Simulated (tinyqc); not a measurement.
Inside a calculation. Method: tight binding, dimerised chain. Computed by tinyqc, a small Python program that keeps every step. Settings: t1 = 2.24, t2 = 0.77, delta = 0, points = 12, cells = 3. Command: `OMP_NUM_THREADS=1 python tinyqc.py 21582 21583 out.jsonl` (the two numbers bound the seeds that draw the settings). One thread of a shared host (Intel(R) Xeon(R) Processor @ 2.60GHz), about 0.01 s of CPU time with the checks.

## Bloch Hamiltonian at k

Parameters chosen for this model:
```
parameter,value,unit
t1,2.240000,"eV, inside the cell"
t2,0.770000,"eV, between cells"
delta,0,"eV, +/- on the two sites"
```

k point k (2 pi / a): 0.390000

H_AA = +delta, H_BB = -delta, H_AB = -t1 - t2 exp(-i k a).

H(k) at k (eV):
```
,A,B
A,0.000000,-1.646705+0.490816i
B,-1.646705-0.490816i,0.000000
```

## Levels at k

Diagonalise the Hermitian matrix.

eigenvalues (eV): -1.718295  1.718295

weights |c|^2 of the basis functions:
```
,band 1,band 2
A,0.500000,0.500000
B,0.500000,0.500000
```

## Bloch Hamiltonian at X

k point X (2 pi / a): 0.500000

As before.

H(k) at X (eV):
```
,A,B
A,0.000000,-1.470000
B,-1.470000,0.000000
```

## Levels at X

As before.

eigenvalues (eV): -1.470000  1.470000

weights |c|^2 of the basis functions:
```
,band 1,band 2
A,0.500000,0.500000
B,0.500000,0.500000
```

## Bands along a path

The same steps at evenly spaced points between the labelled ones.

Bands along the path (eV):
```
k,band 1,band 2
G,-3.010000,3.010000
G-X 0.25,-2.837206,2.837206
G-X 0.50,-2.368649,2.368649
G-X 0.75,-1.780804,1.780804
X,-1.470000,1.470000
```

With 1 band(s) filled, the highest filled level on these points lies at X and the lowest empty one at X: a gap of 2.9400 eV, direct.

## Berry (Zak) phase of the lower band

On 12 points k_j = j/N: phase = -Im ln of the product of <u_j|u_(j+1)>, closed with u_N = u_0 (the cell-periodic part is taken without the site positions). Single arguments depend on the phases chosen for the u_j; only their sum modulo 2 pi does not.

Overlaps:
```
j,|<u_j|u_j+1>|,argument (rad)
0,0.997833,-0.065840
1,0.998287,-0.058546
2,0.999153,-0.041162
3,0.999975,-0.007001
4,0.998620,0.052542
5,0.992808,0.120006
6,0.992808,0.120006
7,0.998620,0.052542
8,0.999975,-0.007001
9,0.999153,-0.041162
10,0.998287,-0.058546
11,0.997833,-0.065840
```

phase / pi, folded into (-1, 1] = 0.000000

## Open chain of 3 cells

H of the open chain (eV):
```
,1,2,3,4,5,6
1,0.000000,-2.240000,0.000000,0.000000,0.000000,0.000000
2,-2.240000,0.000000,-0.770000,0.000000,0.000000,0.000000
3,0.000000,-0.770000,0.000000,-2.240000,0.000000,0.000000
4,0.000000,0.000000,-2.240000,0.000000,-0.770000,0.000000
5,0.000000,0.000000,0.000000,-0.770000,0.000000,-2.240000
6,0.000000,0.000000,0.000000,0.000000,-2.240000,0.000000
```

The same hoppings without the wrap-around bond.

levels (eV): -2.814586  -2.306158  -1.731572  1.731572  2.306158  2.814586

weights of the highest filled level on the sites: 0.168455  0.100663  0.230882  0.230882  0.100663  0.168455

The bulk gap runs from -1.4700 to 1.4700 eV; no level of this chain lies inside it.
